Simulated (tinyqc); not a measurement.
Worked calculation: Schottky barrier with interface states (Cowley-Sze model), image lowering and contact resistance. Computed by tinyqc, a small Python program that keeps every step. Command: `OMP_NUM_THREADS=1 python tinyqc.py 3015465 3015466 out.jsonl pinning walk`. One thread of a shared host (Intel(R) Xeon(R) Processor @ 2.30GHz), about 0.01 s of CPU time with the checks. Intermediate numbers are printed to about 7 digits and carried at full precision; extremes and crossings named in words are read from the listed rows.

An n-type semiconductor under a metal. The barrier lies between the Schottky-Mott limit phi_M - chi and the Bardeen limit E_g - E_n, E_n being the neutrality level of the interface states; the space-charge term of the full Cowley-Sze expression is left out.

Inputs (values chosen for the exercise, with gap, mass and screening modelled on 4H-SiC):
```
quantity                                     value   unit
gap E_g                                       3.22     eV
electron affinity chi                         3.81     eV
metal work function phi_M                      4.8     eV
neutrality level E_n above the valence band   1.04     eV
optical dielectric constant eps_opt           6.57      -
dielectric constant eps_s                     9.43      -
electron mass m_e                            0.398    m_0
valleys M_c                                      3      -
donor density N                              1e+15  cm^-3
temperature T                                  300      K
reverse bias V_r                               1.1      V
```

Pinning factor from: Moench relation.

Constants: k_B = 8.617333262e-05 eV/K; m_0 = 9.1093837015e-31 kg; k_B = 1.380649e-23 J/K; h = 6.62607015e-34 J s; eps_0 = 8.8541878128e-12 F/m; e = 1.602176634e-19 C; hbar = 1.054571817e-34 J s.

## Pinning factor and barrier

S = 1/(1 + 0.1 (eps_opt - 1)^2), an empirical relation for metal-induced gap states. phi_B = S (phi_M - chi) + (1 - S)(E_g - E_n); the hole barrier is E_g - phi_B.

pinning factor S = 0.2437544

Schottky-Mott barrier = 0.99 eV

Bardeen barrier = 2.18 eV

barrier phi_B = 1.889932 eV

hole barrier = 1.330068 eV

The contact is partly pinned.

## Depletion layer and image lowering under reverse bias

N_c = 2 M_c (2 pi m_e k_B T/h^2)^(3/2); xi = E_c - E_F solves N = N_c F_1/2(-xi/k_B T) (bisection; full ionisation). F_1/2(eta) = (2/sqrt(pi)) int_0^infinity sqrt(x)/(1 + exp(x - eta)) dx, by the trapezoid rule in t = sqrt(x) with step 0.02 up to t = 12 (for eta < -12 by exp(eta) - exp(2 eta)/2^(3/2)). V_bi = phi_B - xi; W = sqrt(2 eps_s eps_0 (V_bi + V_r - k_B T/e)/(e N)); field at the metal E_m = e N W/(eps_s eps_0); image lowering sqrt(e E_m/(4 pi eps_s eps_0)).

N_c = 1.890244e+19 cm^-3

xi = 0.2545654 eV

built-in voltage V_bi = 1.635367 V

depletion width W = 1680.489 nm

field E_m = 32246.74 V/cm

image lowering = 0.02219029 eV

## Thermionic current

A* = 4 pi e m_e M_c k_B^2/h^3 (a simple valley count); J_s = A* T^2 exp(-phi/k_B T). J_0 uses phi_B; the reverse current uses phi_B less the image lowering, times 1 - exp(-V_r/k_B T).

Richardson constant A* = 143.4868 A cm^-2 K^-2

J_0 = 2.299270e-25 A/cm^2

thermionic reverse current = 5.424633e-25 A/cm^2

Image lowering raises the reverse current by a factor 2.36. Caution: so small an emission current is nominal: generation, tunnelling and edge leakage set the real one.

## Tunnelling scale and contact resistivity

E_00 = (e hbar/2) sqrt(N/(m_e eps_s eps_0)), E_0 = E_00 coth(E_00/k_B T); scaling form of the contact resistivity rho_c = (k_B/(e A* T)) exp(phi_B/E_0), which is the thermionic result when E_00 << k_B T and keeps only the leading exponential of tunnelling when E_00 >> k_B T; image lowering is left out of it.

E_00 = 3.030609e-04 eV

E_00/k_B T = 0.01172292

E_0 = 0.02585318 eV

contact resistivity rho_c = 1.120598e+23 ohm cm^2

With the usual bounds 0.5 and 5 on E_00/k_B T the regime is thermionic emission; so large a rho_c means a blocking contact.

## Choosing the metal

The formulas are those given above.

Against work function:
```
phi_M (eV)  Schottky-Mott (eV)  phi_B (eV)  J_0 (A/cm^2)  rho_c (ohm cm^2)
3.81                      0.00    1.648615  2.603363e-21      9.901266e+18
4.04                      0.23    1.704679  2.976523e-22      8.659108e+19
4.27                      0.46    1.760742  3.403170e-23      7.572784e+20
4.50                      0.69    1.816806  3.890972e-24      6.622744e+21
4.72                      0.91    1.870432  4.888566e-25      5.270761e+22
4.95                      1.14    1.926495  5.589281e-26      4.609521e+23
5.18                      1.37    1.982559  6.390434e-27      4.031236e+24
5.41                      1.60    2.038622  7.306423e-28      3.525499e+25
```

A span of 1.60 eV in work function moves the barrier by 0.390 eV (slope S = 0.244) and rho_c by 6.6 decades. The barrier equals its Schottky-Mott value only at phi_M = chi + E_g - E_n = 5.99 eV, where the interface states are neutral.

## Doping the contact

Regimes: thermionic below E_00/k_B T = 0.5, field emission above 5.

Against doping:
```
N (cm^-3)  1e10/sqrt(N)    E_00/k_B T  rho_c (ohm cm^2)                     regime
1.00e+16   1.000000e+02  3.707113e-02      1.087347e+23        thermionic emission
1.00e+17   3.162278e+01  1.172292e-01      8.058576e+22        thermionic emission
1.00e+18   1.000000e+01  3.707113e-01      4.701452e+21        thermionic emission
3.00e+18   5.773503e+00  6.420907e-01      2.015296e+19  thermionic-field emission
1.00e+19   3.162278e+00  1.172292e+00      4.418376e+13  thermionic-field emission
3.00e+19   1.825742e+00  2.030469e+00      2.559544e+06  thermionic-field emission
1.00e+20   1.000000e+00  3.707113e+00      7.171273e-01  thermionic-field emission
3.00e+20   5.773503e-01  6.420907e+00      1.762439e-04             field emission
1.00e+21   3.162278e-01  1.172292e+01      1.022736e-06             field emission
```

Even over the thermionic rows rho_c falls by a factor 23, since the barrier is many E_0 high, and then it falls faster, by 29.0 decades in all; in field emission ln rho_c is linear in 1/sqrt(N). It stays above 1e-7 ohm cm^2 at every listed doping.

Checks made by the program: charge in the layer against the field (relative difference below 1e-10).
